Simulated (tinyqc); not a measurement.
Which input was changed? Model: Tersoff bond-order potential. Computed by tinyqc, a small Python program. Command: `OMP_NUM_THREADS=1 python tinyqc.py 3002325 3002326 out.jsonl tersoff which`. One thread of a shared host (Intel(R) Xeon(R) Processor @ 2.30GHz), about 0.2 s of CPU time with the checks.

E = (1/2) sum_(i, j != i) [A exp(-lambda r_ij) - b_ij B exp(-mu r_ij)], b_ij = (1 + (beta zeta_ij)^n)^(-1/(2n)), zeta_ij = sum_(k != i, j) g(theta_ijk), g = 1 + c^2/d^2 - c^2/(d^2 + (h - cos theta)^2), with theta at atom i. Only nearest neighbours count (cut-off function 1 for them, 0 beyond).

Inputs (values chosen for the exercise, modelled on silicon):

| quantity | value | unit |
|---|---|---|
| A | 1837.1 | eV |
| B | 472.89 | eV |
| lambda | 2.4799 | 1/angstrom |
| mu | 1.7322 | 1/angstrom |
| beta | 1.05e-06 | - |
| n | 0.7989 | - |
| c | 99090 | - |
| d | 15.98 | - |
| h | -0.5921 | - |

Constants: 1 eV/angstrom^3 = 160.2176634 GPa.

Method:
- zeta = 3 g(cos theta = -1/3).
- With z equal bonds of order b, r = ln(lambda A/(mu b B))/(lambda - mu) and E per atom = -(z/2) b B exp(-mu r)(1 - mu/lambda).
- a0 = 4 r/sqrt3; B0 = phi''(r)/(3 a0) with phi'' = mu (lambda - mu) b B exp(-mu r), since b does not change under uniform scaling.
- Second derivatives of the energy per atom, volume V = a0^3/8: e_xx gives C11; e_xx = -e_yy gives 2 (C11 - C12); e_xy = e_yx = s/2 with a sublattice shift u_z gives C44 = (E_ss - E_su^2/E_uu)/V and Kleinman's parameter |E_su/E_uu|/(a0/4).

Problem. One of these inputs alone was changed, within the range given: beta (5.25e-07 to 2.1e-06); n (0.5 to 1.2); c (4.954e+04 to 1.982e+05); lambda (2.2 to 4). Which one, and to what value?

Results:

| run | Kleinman's parameter | energy per atom of the diamond lattice (eV) | bond length (angstrom) |
|---|---|---|---|
| before | 0.6802268 | -4.711002 | 2.346483 |
| after | 0.7766121 | -5.046105 | 2.318774 |

Solution.

Each candidate set to reproduce Kleinman's parameter, and what it then gives:

| candidate | range searched | value needed | energy per atom of the diamond lattice (eV) | bond length (angstrom) |
|---|---|---|---|---|
| beta | 5.25e-07 to 2.1e-06 | 5.931e-7 | -4.9325 | 2.3280 |
| n | 0.5 to 1.2 | 0.9700 | -5.0461 | 2.3188 |
| c | 4.954e+04 to 1.982e+05 | 74470 | -4.9325 | 2.3280 |
| lambda (1/angstrom) | 2.2 to 4 | 2.252 | -0.8328 | 3.1922 |

Only n fits every result: it went from 0.7989 to 0.970. The next best candidate, beta, misses one result by 2.3 %.
